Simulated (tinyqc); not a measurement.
# Worked calculation: van der Pauw, Hall and four-point-probe measurements on a doped layer

Computed by the program tinyqc: `OMP_NUM_THREADS=1 python tinyqc.py 2850183 2850184 out.jsonl`, one thread of a shared Intel Xeon 2.30GHz, about 0.01 s for the whole run. Printed values are rounded.

A uniform n-type layer with sheet resistance Rs = 1/(q ns mu), point contacts, low field (mu B small).

Inputs (values chosen for the exercise): sheet density of the layer ns = 7.8e12 cm^-2; drift mobility mu = 350 cm^2/(V s); Hall factor rH = 1; magnetic field B = 0.55 T; current I = 500 uA; side ratio a/b of a rectangular sample with corner contacts ar = 2.04; thickness of the layer t = 34 nm.

Constants: q = 1.602176634e-19 C. Results are converted to the units shown.

## Resistances and Hall voltage

Rs = 1/(q ns mu). For a rectangle with contacts at the corners, RA = (8 Rs/pi) sum_(k>=0) ln coth((2k + 1) pi a/(2 b)) with current along a short side b and voltage along the opposite one, RB the same with a and b exchanged; Hall voltage VH = rH B I/(q ns), negative for electrons.

Rs = 2286.267 ohm/square
RA = 19.17657 ohm
RB = 2655.822 ohm
VH = -22.00532 mV

RB/RA = 138; for a square both equal Rs ln 2/pi = 504 ohm.

## Starting value

z = 2 ln 2/(pi (RA + RB)), exact for RA = RB.

z at the start = 0.1649613 mS

## Iteration 1: new z

The van der Pauw equation exp(-pi RA z) + exp(-pi RB z) = 1 is solved for z = 1/Rs: e1 = exp(-pi RA z), e2 = exp(-pi RB z), f = e1 + e2 - 1, f' = -pi (RA e1 + RB e2), z(new) = z - f/f'.

e1 = 0.9901111
e2 = 0.2524969
f = 0.2426080
f' = -2.166360 kohm
z after iteration 1 = 0.2769501 mS

## Iteration 2: new z

As before.

e1 = 0.9834536
e2 = 0.09918822
f = 0.08264179
f' = -0.8868261 kohm
z after iteration 2 = 0.3701384 mS

## Course of the iteration

Stop when the step is below 1e-10 mS, or after 40 iterations.

Course of the iteration:
```
iteration	z before the step (mS)	step (mS)
1	0.1649613	0.112
2	0.2769501	0.0932
3	0.3701384	0.0536
4	0.4237083	0.0131
5	0.4367870	6.06e-4
6	0.4373930	1.21e-6
7	0.4373942	4.84e-12
```

Converged in 7 iterations.

## Sheet density, mobility and bulk values

converged z = 0.4373942 mS

Rs = 1/z; Hall sheet density B I/(q |VH|); Hall mobility |VH|/(Rs B I); true values ns = rH times the Hall density, mu = Hall mobility/rH; bulk density ns/t, resistivity Rs t; correction factor F = Rs/[(pi/ln 2)(RA + RB)/2].

Rs = 2286.267 ohm/square
Hall sheet density = 7.8e12 cm^-2
Hall mobility = 350 cm^2/(V s)
ns = 7.8e12 cm^-2
mu = 350 cm^2/(V s)
bulk density = 2.294118e18 cm^-3
resistivity = 0.007773308 ohm cm
F = 0.3771456

Taking the mean of RA and RB without F would overstate Rs by 170 %.
